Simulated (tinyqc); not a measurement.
# Worked calculation: threshold-voltage variability of a planar MOSFET, analytic estimates

Program tinyqc, `OMP_NUM_THREADS=1 python tinyqc.py 2090106 2090107 out.jsonl`; Intel Xeon 2.30GHz, shared host, one thread, about 0.01 s. Printed values are rounded.

Three independent sources add in quadrature: random dopants in the depleted layer, metal-gate grains of two orientations, and roughness of the two gate edges acting through the roll-off VT = VT(long) - Vr exp(-L/l). These are first-order estimates: no three-dimensional electrostatics, no percolation.

Inputs (values chosen for the exercise); material values close to those of germanium: temperature T = 300 K; band gap Eg = 0.668 eV; relative permittivity of the semiconductor eps_r = 16; conduction-band density of states at T Nc = 1.02e19 cm^-3; valence-band density of states at T Nv = 5.91e18 cm^-3; channel doping Na = 1.8e18 cm^-3; oxide-equivalent thickness in inversion ti = 1.3 nm; gate length L = 32 nm; gate width W = 59 nm; metal grain size G = 4 nm; work-function difference of the two grain orientations dW = 0.15 eV; share of the orientation of higher work function p = 0.6; rms roughness of one gate edge De = 1 nm; correlation length of the roughness La = 20 nm; decay length of the threshold roll-off l = 6.9 nm; prefactor of the roll-off Vr = 2.6 V; subthreshold factor n = 1.39; gm/I of a matched pair gI = 15 1/V; spread of the gain factor of one device sb = 2.2 %; number of cells Nb = 8388608; wanted yield Y = 0.965.

Constants: q = 1.602176634e-19 C, kB = 1.380649e-23 J/K, Vt = kB T/q, eps0 = 8.8541878128e-14 F/cm where lengths are in cm. Results are converted to the units shown.

Range of the model: gI s exceeds 0.2, so the linear formula for the current mismatch is only a rough guide.

## Random dopants

ni = sqrt(Nc Nv) exp(-Eg/(2 Vt)), Eg in volts; Cox = 3.9 eps0/ti; Wd = sqrt(4 eps0 eps_r Vt ln(Na/ni)/(q Na)); dopants: s1 = (q/Cox) sqrt(Na Wd/(3 L W)). The slope A1 = s1 sqrt(L W); mean number of dopants Na L W Wd.

Cox = 2.65626 uF/cm^2
Wd = 24.1254 nm
mean number of dopants = 81.9876
A1 = 0.725693 mV um
s1 = 16.7014 mV

Counting alone, 1/sqrt(N) of the depletion voltage q Na Wd/Cox = 262 mV, would give sqrt(3) times more: dopants deep in the layer act less on the surface.

## Metal grains and edge roughness

Grains: Ng = L W/G^2 (at least 1), s2 = dW sqrt(p (1 - p)/Ng). Edges, with exponential correlation and u = W/La: the mean gate length has sL^2 = 2 De^2 (2/u)[1 - (1 - exp(-u))/u]; s3 = sL (Vr/l) exp(-L/l).

Ng = 118
s2 = 6.76481 mV
sL = 0.959350 nm
dVT/dL = 3.64758 mV/nm
s3 = 3.49930 mV

## Total spread, mismatch and leakage

s = sqrt(s1^2 + s2^2 + s3^2). For a pair: s(dVT) = sqrt(2) s; current mismatch sqrt(2) sqrt((gI s)^2 + sb^2); input offset = current mismatch/gI. For a Gaussian VT the off current is log-normal with mean/median = exp(s^2/(2 (n Vt)^2)).

s = 18.3560 mV
s(dVT) = 25.9593 mV
current mismatch = 39.0631 %
input offset = 26.0421 mV
mean/median of Ioff = 1.13936

The dopants give 82.8 % of the variance; without them s would be 7.62 mV. A current mismatch this large is beyond the linear estimate.

## Iteration 1: margin in standard deviations for the wanted yield

k at the start = 3

Cells fail independently with probability Q(k) = erfc(k/sqrt(2))/2 when the margin is k standard deviations, and Y = exp(-Nb Q(k)). phi = exp(-k^2/2)/sqrt(2 pi). Newton steps on ln Q(k) = ln(-ln(Y)/Nb): k(new) = k + [ln Q - ln(-ln(Y)/Nb)] Q/phi.

Q(k) = 0.00134990
phi = 0.00443185
k after iteration 1 = 6.85895

## Iteration 2: margin in standard deviations for the wanted yield

As before.

Q(k) = 3.46849e-12
phi = 2.42763e-11
k after iteration 2 = 5.84307

## Course of the iteration: margin in standard deviations for the wanted yield

Stop when k changes by less than 1e-9, or after 30 iterations.

Course of the iteration:
```
iteration        k  |change|
1          6.85895      3.86
2          5.84307      1.02
3          5.75893    0.0841
4          5.75835   5.82e-4
5          5.75835   2.79e-8
6          5.75835   < 1e-12
```

Converged in 6 iterations. At the end the number of correct digits about doubles with each step. With s(dVT) = 26.0 mV, 5.76 standard deviations are 149 mV.
